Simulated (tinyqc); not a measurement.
From results to parameters: Luttinger model of the valence bands. Computed by the program tinyqc.

Problem. In the four-band Luttinger model 1/m = g1 -/+ 2 g2 along [100] and g1 -/+ 2 g3 along [111]. Find g1, g2, g3 and the light hole mass along [111].

heavy and light hole masses along [100] (electron masses): 0.263158  0.094697
heavy hole mass along [111] = 0.485437 electron masses

Solution. The mean of the two inverse masses along [100] is g1 and a quarter of their difference is g2; g3 = (g1 - 1/m_hh[111])/2.

g1, g2, g3: 7.180  1.690  2.560
light hole mass along [111] = 0.0813 electron masses
